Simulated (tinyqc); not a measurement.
From one set of inputs to another, one input at a time: solid solubility of a dopant against its melt (retrograde solidus), clustering and the electrically active fraction. Computed by tinyqc, a small Python program. Command: `OMP_NUM_THREADS=1 python tinyqc.py 3025821 3025822 out.jsonl retro ladder`. One thread of a shared host (Intel(R) Xeon(R) Processor @ 2.30GHz), about 0.02 s of CPU time with the checks.

The inputs printed are set A. Inputs not listed in the table keep their values of set A, so the rows need not describe a real material.

Inputs (values chosen for the exercise, for a model dopant):

| quantity | value | unit |
|---|---|---|
| melting point of the host T_m | 1687 | K |
| heat of melting of the host H_f | 50.2 | kJ/mol |
| interaction L of the melt | 13 | kJ/mol |
| enthalpy of transfer from melt to solid H | 0.93 | eV |
| entropy of transfer S | -2.58 | k_B |
| site density N0 | 5e+22 | 1/cm^3 |
| temperature T | 1330 | K |
| total dopant density N_t | 6.5e+20 | 1/cm^3 |
| atoms per cluster m | 4 | - |
| cluster scale N* at 1273 K | 3.1e+20 | 1/cm^3 |
| activation energy E_b of the cluster scale | 0.25 | eV |
| anneal temperature T_a | 1150 | K |
| prefactor of n_i | 3.8e+16 | 1/(cm^3 K^1.5) |
| energy E_i in n_i | 0.599 | eV |
| mobility mu | 95 | cm^2/(V s) |

Clustering: clusters that take up free electrons.

Constants: R = 8.314462618 J/(mol K); k_B = 8.617333262e-05 eV/K; e = 1.602176634e-19 C.

Method. x_l and x_s are atom fractions of the dopant in melt and solid; the solid is dilute. Liquidus of the host: R T ln(1 - x_l) + L x_l^2 = -H_f (1 - T/T_m). Distribution: k = x_s/x_l = exp[L (1 - x_l)^2/(R T)] exp(S/k_B - H/(k_B T)), the first factor being the activity coefficient in the melt. Solubility = x_s N0; at T_m x_l = 0. A highly soluble donor (another dopant than that of the solidus) is limited by clustering. Donors N_a are active, and clusters hold m atoms each: N_t = N_a + m C, m C = N* (N_a/N*)^m (n/N*)^m, each atom taking one electron, n = N_a/2 + sqrt(N_a^2/4 + n_i^2), n_i = prefactor x T^1.5 exp(-E_i/(k_B T)), with N*(T) = N*(1273 K) exp[-(E_b/k_B)(1/T - 1/1273)]. Resistivity = 1/(e mu N_a).

Each row keeps all changes above it:

| input moved | from | to | solubility (1/cm^3) | active density N_a (1/cm^3) | resistivity (milliohm cm) |
|---|---|---|---|---|---|
| set A | - | - | 9.7306e+17 | 2.5790e+20 | 0.25475 |
| interaction L of the melt (kJ/mol) | 13 | 3 | 7.7198e+17 | 2.5790e+20 | 0.25475 |
| temperature T (K) | 1330 | 1010 | 8.1039e+16 | 2.5790e+20 | 0.25475 |
| enthalpy of transfer from melt to solid H (eV) | 0.93 | 0.667 | 1.6635e+18 | 2.5790e+20 | 0.25475 |
| entropy of transfer S (k_B) | -2.58 | -0.41 | 1.4570e+19 | 2.5790e+20 | 0.25475 |
| cluster scale N* at 1273 K (1/cm^3) | 3.1e+20 | 2e+20 | 1.4570e+19 | 1.7978e+20 | 0.36546 |
| activation energy E_b of the cluster scale (eV) | 0.25 | 0.45 | 1.4570e+19 | 1.5263e+20 | 0.43045 |
| total dopant density N_t (1/cm^3) | 6.5e+20 | 8e+20 | 1.4570e+19 | 1.5759e+20 | 0.41689 |

Which inputs carry the difference?

Solubility goes from 9.73e17 to 1.46e19, a factor 15.0 in all. The largest single move comes from enthalpy of transfer from melt to solid H (a factor 20.5), and temperature T works against it (a factor 0.105). Active density N_a goes from 2.58e20 to 1.58e20, a factor 0.611 in all. The largest single move comes from cluster scale N* at 1273 K (a factor 0.697). Resistivity goes from 0.255 to 0.417, a factor 1.64 in all. The largest single move comes from cluster scale N* at 1273 K (a factor 1.43). The single moves hold for this order of the switches; the total does not depend on the order.

Caution (all rows): this clustering law is a generic form; degeneracy and a doping-dependent mobility are left out.

Extremes, crossings and ranges named in words are read from the listed rows.
